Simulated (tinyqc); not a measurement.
Time-dependent dielectric breakdown: cell percolation, Weibull statistics, area scaling and voltage extrapolation: one step, computed by the program tinyqc.

The oxide is divided into columns of area a^2, each holding m = t_ox/a cells (m is taken as continuous). A share lambda(t) = (t/t_1)^alpha of the cells is defective, and a column whose cells are all defective breaks down.

Task: Fitting the sample. W = ln(-ln(1 - F_i)) with the median ranks F_i. Least squares in W: W = beta ln t - beta ln t63. Maximum likelihood: solve sum t^b ln t/sum t^b - 1/b = mean of ln t for b, then t63 = (mean of t^b)^(1/b).

Weibull plot:

| i | t (s) | F_i | ln t | W |
|---|---|---|---|---|
| 1 | 49.8313 | 0.0744681 | 3.908643 | -2.558941 |
| 2 | 163.3415 | 0.1808511 | 5.095843 | -1.611994 |
| 3 | 194.7984 | 0.2872340 | 5.271965 | -1.082929 |
| 4 | 249.6368 | 0.3936170 | 5.520007 | -0.692660 |
| 5 | 262.0480 | 0.5000000 | 5.568528 | -0.366513 |
| 6 | 287.8688 | 0.6063830 | 5.662505 | -0.070018 |
| 7 | 582.8953 | 0.7127660 | 6.368008 | 0.221108 |
| 8 | 799.6958 | 0.8191489 | 6.684231 | 0.536541 |
| 9 | 815.5442 | 0.9255319 | 6.703856 | 0.954505 |

Give: slope by least squares; t63 by least squares; slope by maximum likelihood; t63 by maximum likelihood.

Result:

slope by least squares = 1.220

t63 by least squares = 431.9 s

slope by maximum likelihood = 1.450

t63 by maximum likelihood = 418.4 s

Caution: t_1 is an input here; in a real oxide it changes with thickness at fixed voltage.
